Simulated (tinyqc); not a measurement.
## MOS inversion layer, Poisson-Schroedinger loop: effect of the temperature

Electrons confined at an insulator interface at z = 0, treated as a hard wall; parabolic valleys, Hartree approximation, no image or exchange terms. The depletion charge lies far deeper than the electrons and gives a uniform field q Nd/(eps0 eps_r); the gate balances all charge. Energies are counted from the band edge at the interface.

Schroedinger equation -(C/mz) psi'' + (V0 + U) psi = E psi, C = hbar^2/(2 m0), psi(0) = 0, on a uniform mesh of 800 nodes with a far wall at 85 nm, 8 levels a set; V0 = q Nd z/(eps0 eps_r); dU/dz = q (Ns - integral of n from 0 to z)/(eps0 eps_r), U(0) = 0; N_k = g md m0 q Vt/(pi hbar^2) ln(1 + exp((EF - E_k)/Vt)), g the number of valleys of the set, sum N_k = Ns. Triangular well: E_k = a_k (C F^2/mz)^(1/3), a_1 = 2.338107, a_2 = 4.087949, C = hbar^2/(2 m0), F in eV/nm. Fang-Howard (all electrons in the lowest level of set A): b^3 = 6 (mz1/C) q (Nd + 11 Ns/32)/(eps0 eps_r), centroid 3/b, level C b^2/(4 mz1) + (3/b) q (Nd + 11 Ns/16)/(eps0 eps_r). The centroid adds 3.9 z_av/eps_r to an oxide-equivalent thickness. Shares under 0.0001 % are printed as 0.

Parameters, values chosen for the exercise; masses and permittivity close to those of In0.53Ga0.47As:
```
symbol   value   unit                                     meaning
eps_r       14                              relative permittivity
mz1     0.0415     m0  mass along z of valley set A (1 valley(s))
md1     0.0414     m0    in-plane density-of-states mass of set A
Ns      9.9e11  cm^-2                  sheet density of electrons
Nd      2.6e11  cm^-2           sheet density of depletion charge
```

Constants: q = 1.602176634e-19 C, kB = 1.380649e-23 J/K, hbar = 1.054571817e-34 J s, m0 = 9.1093837015e-31 kg, Vt = kB T/q, eps0 = 8.8541878128e-14 F/cm where lengths are in cm, hbar^2/(2 m0) = 0.0380998212 eV nm^2. Results are converted to the units shown.

The same in every row: Fang-Howard centroid (nm) = 8.11.

Effect of the temperature:
```
T (K)	A1 (meV)	A2 (meV)	EF (meV)	share of A1 (%)	share of A2 (%)	centroid z_av (nm)	added oxide equivalent (nm)
20	128	180	182	95.5	4.49	7.91	2.20
50	128	181	182	94.1	5.88	8.01	2.23
77	128	182	181	92.6	7.35	8.11	2.26
120	128	183	180	89.9	9.64	8.31	2.32
200	129	186	176	84.4	13.2	8.81	2.46
300	130	191	169	77.5	16.2	9.61	2.68
400	130	194	159	71.1	18.2	10.5	2.92
500	131	198	145	65.4	19.4	11.4	3.17
```

Read the table: what changes, and by how much?

As T goes from 20 to 500, A1 rises from 128 to 131 meV, the share of A1 falls from 95.5 to 65.4 % and the centroid rises from 7.91 to 11.4 nm. The Fang-Howard centroid is 2.4 % above the full one in the first row, where A1 holds 95.5 %, and 29 % below it in the last, where A1 holds 65.4 %.

Computed by the program tinyqc: `OMP_NUM_THREADS=1 python tinyqc.py 2160030 2160031 out.jsonl`, one thread of a shared Intel Xeon 2.30GHz, about 0.6 s for the whole run.
